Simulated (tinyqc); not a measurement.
# Mobility and threshold from two currents

Question. In the linear region I = mu Cox (W/L) [(Vgs - VT) Vds - m Vds^2/2], Cox = eps0 eox/tox. Find mu and VT.

Values chosen for this exercise:
- eox = 24.3 (relative permittivity of the gate insulator)
- tox = 21 nm (insulator thickness)
- W = 2 um (gate width)
- L = 1 um (gate length)

Constants: eps0 = 8.8541878128e-14 F/cm where lengths are in cm. Results are converted to the units shown.

I at Vgs = 0.57 and 1.07 V, Vds = 0.05 V (uA): [4.2299905, 9.8650486]
m = 1.0222534

Solution. The slope dI/dVgs is mu Cox (W/L) Vds; the line meets zero current at VT + m Vds/2.

mu = 110 cm^2/(V s)
VT = 0.169 V

Computed by the program tinyqc: `OMP_NUM_THREADS=1 python tinyqc.py 2360087 2360088 out.jsonl`, one thread of a shared Intel Xeon 2.30GHz, about 0.04 s for the whole run.
